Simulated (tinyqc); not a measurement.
# Planar metal-insulator-metal capacitor: capacitance, non-linearity, leakage and relaxation: effects of single changes

A film between two metal electrodes, each interface adding a series capacitance ci. The small-signal permittivity is ek (1 + aq E^2); the field is found with the linear permittivity. Leakage J = J0 sinh(E/Ef). After a voltage step the film passes a relaxation current kr C V tt^(-nr), tt being the time in seconds.

Inputs (values chosen for the exercise); permittivity of the order of that of aluminium oxide:
- ek = 9.51 (relative permittivity of the film)
- t = 20 nm (film thickness)
- ci = 44 uF/cm^2 (capacitance of each electrode interface (dead layer and screening))
- aq = 0.0036 cm^2/MV^2 (quadratic field coefficient of the permittivity)
- V = 1.2 V (bias)
- nr = 0.943 (exponent of the relaxation current)
- kr = 0.00058 (strength of the relaxation)
- J0 = 4e-10 A/cm^2 (leakage prefactor)
- Ef = 0.39 MV/cm (field for an e-fold rise of the leakage)
- t0 = 2e-8 s (duration of the write pulse)

Constants: eps0 = 8.8541878128e-14 F/cm where lengths are in cm. Results are converted to the units shown.

Each table varies one quantity; the others keep the values above.

## Capacitance, non-linearity and leakage against thickness

Planar film: Cf = eps0 ek/t, 1/C = 1/Cf + 2/ci, EOT = 3.9 eps0/C, effective permittivity C t/eps0, E = (V/t) C/Cf; quadratic coefficient [C(V)/C - 1]/V^2 with Cf (1 + aq E^2) in C(V).

Capacitance, non-linearity and leakage against thickness:

| t (nm) | C (uF/cm^2) | EOT (nm) | effective permittivity | E (MV/cm) | quadratic coefficient (ppm/V^2) | J (A/cm^2) |
|---|---|---|---|---|---|---|
| 2.5 | 2.9209 | 1.1822 | 8.2474 | 4.1627 | 37260 | 8.6400e-6 |
| 3.7 | 2.0624 | 1.6743 | 8.6185 | 2.9392 | 19516 | 3.7502e-7 |
| 5.5 | 1.4314 | 2.4125 | 8.8913 | 2.0399 | 9716.3 | 3.7373e-8 |
| 8.2 | 0.98108 | 3.5197 | 9.0859 | 1.3982 | 4667.7 | 7.2052e-9 |
| 12 | 0.68001 | 5.0781 | 9.2161 | 0.96909 | 2275.0 | 2.3832e-9 |
| 18 | 0.45806 | 7.5387 | 9.3120 | 0.65279 | 1043.1 | 1.0290e-9 |
| 27 | 0.30751 | 11.230 | 9.3771 | 0.43823 | 473.40 | 5.5021e-10 |
| 40 | 0.20851 | 16.561 | 9.4199 | 0.29716 | 218.66 | 3.3513e-10 |
| 60 | 0.13945 | 24.763 | 9.4497 | 0.19873 | 98.110 | 2.1276e-10 |

C falls from 2.92 to 0.139 uF/cm^2 while the effective permittivity goes from 8.25 to 9.45 (ek = 9.51). EOT is a straight line in t with slope 3.9/ek = 0.410 and intercept 0.157 nm. The quadratic coefficient goes as t^(-1.65) between the first two rows and t^(-1.98) between the last two (-2 without interfaces), and J falls by 4.61 decades. For t = 2.5, 3.7 direct tunnelling, left out, would add to the leakage.

## Charge lost after writing

Planar film: Cf = eps0 ek/t, 1/C = 1/Cf + 2/ci, EOT = 3.9 eps0/C, effective permittivity C t/eps0, E = (V/t) C/Cf. A capacitor written for t0 and then left open loses, as a share of C V, kr (tt^(1 - nr) - t0^(1 - nr))/(1 - nr) by relaxation and J tt/(C V) by leakage; both are taken as small, and rows far outside that range are left out.

The same in every row: leakage current (nA/cm^2) = 0.8608.

Result of one run:

| tt (s) | relaxation current (nA/cm^2) | loss by relaxation (%) | loss by leakage (%) | total loss (%) |
|---|---|---|---|---|
| 0.001 | 193.9 | 0.3159 | 1.736e-4 | 0.3161 |

What becomes of these results when the time since the start of the write pulse tt is changed from 0.001 to 0.1 s, all else the same?

Result of the changed run:

| tt (s) | relaxation current (nA/cm^2) | loss by relaxation (%) | loss by leakage (%) | total loss (%) |
|---|---|---|---|---|
| 0.1 | 2.522 | 0.5220 | 0.01736 | 0.5393 |

The whole series:

| tt (s) | relaxation current (nA/cm^2) | loss by relaxation (%) | loss by leakage (%) | total loss (%) |
|---|---|---|---|---|
| 1e-6 | 1.308e5 | 0.09254 | 1.736e-7 | 0.09254 |
| 1e-5 | 1.492e4 | 0.1575 | 1.736e-6 | 0.1575 |
| 0.0001 | 1701 | 0.2315 | 1.736e-5 | 0.2315 |
| 0.001 | 193.9 | 0.3159 | 1.736e-4 | 0.3161 |
| 0.01 | 22.11 | 0.4122 | 0.001736 | 0.4139 |
| 0.1 | 2.522 | 0.5220 | 0.01736 | 0.5393 |
| 1 | 0.2875 | 0.6471 | 0.1736 | 0.8207 |
| 10 | 0.03279 | 0.7898 | 1.736 | 2.526 |
| 100 | 0.003738 | 0.9525 | 17.36 | 18.32 |

The two currents are equal at tt = 0.313 s. The loss by relaxation grows from 0.0925 to 0.953 %, by 0.0649 points over the first decade and 0.163 over the last, while the loss by leakage grows tenfold a decade. Leakage is the larger loss for tt = 10, 100 s. For tt = 100 the falling voltage would already cut the leakage, so the linear estimate overstates the loss.

Computed by the program tinyqc: `OMP_NUM_THREADS=1 python tinyqc.py 2102001 2102002 out.jsonl`, one thread of a shared Intel Xeon 2.30GHz, about 0.01 s for the whole run.
